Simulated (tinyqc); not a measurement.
Energy and lattice constant: complex band structure along [001] in sp3s* tight binding.

For k = (0, 0, kz) the phase sums are g0 = cos(phi) and g3 = i sin(phi), phi = kz a/4, and the s, pz, s* orbitals of anion (a) and cation (c) decouple from px, py. With z = exp(i phi), H(z) = H0 + z T + T^T/z for any complex z. H0 is diagonal (Esa, Epa, Exa, Esc, Epc, Exc). The anion-cation block is B(z) = z U + W/z and the cation-anion block z W^T + U^T/z, where U has Vss/2 (s,s), Vsapc/2 (s,z), -Vscpa/2 (z,s), Vxx/2 (z,z), Vxapc/2 (s*,z), -Vpaxc/2 (z,s*), and W has the same values with the s-z and s*-z signs reversed. |z| = 1 is a band state, |z| < 1 decays along [001] as exp(-kappa d) over a distance d, kappa = -(4/a) ln|z|. No spin-orbit coupling.

Values chosen for the exercise (out of a larger set: near a published set for GaAs, fitted to gaps, whose masses and valley positions are rough (light masses up to twice too heavy); not measured data):
```
symbol  value                                                                                           unit      meaning
p       (-8.405, 1.044, -2.643, 3.678, 8.523, 6.718, -6.427, 1.943, 5.109, 4.468, 5.772, 4.821, 4.826)  eV        order Esa, Epa, Esc, Epc, Exa, Exc, Vss, Vxx, Vxy, Vsapc, Vscpa, Vxapc, Vpaxc
a       5.651                                                                                           angstrom  lattice constant
dE      0.88                                                                                            eV        E - Ev
```

The slowest root of the s-pz block and the heavy-hole branch, sinh^2(kappa a/4) = ((E - Epa)(E - Epc) - Vxx^2)/(Vxx^2 - Vxy^2), at E = Ev + dE with Ev the lower root of [[Epa, Vxx], [Vxx, Epc]]; the couplings are kept when a changes.

One parameter was then changed.

Results before and after:
```
case     slowest kappa (1/angstrom)  heavy-hole kappa (1/angstrom)
base                         0.0976                         0.2680
changed                      0.0972                         0.2713
```

Which of these changes was made? (a) a = 5.821 angstrom; (b) dE = 0.91 eV.
Answer: (b) dE = 0.91 eV. Of the candidates, run in turn, only this one gives the changed row.

All candidates:
```
case                slowest kappa (1/angstrom)  heavy-hole kappa (1/angstrom)
base                                    0.0976                         0.2680
dE = 0.91 eV                            0.0972                         0.2713
a = 5.821 angstrom                      0.0948                         0.2602
```

With the couplings fixed, kappa a stays, so kappa scales as 1/a.

Run: tinyqc, `OMP_NUM_THREADS=1 python tinyqc.py 1450862 1450863 out.jsonl`; Intel(R) Xeon(R) Processor @ 2.30GHz, one thread, shared host; about 0.01 s of CPU time with all checks.
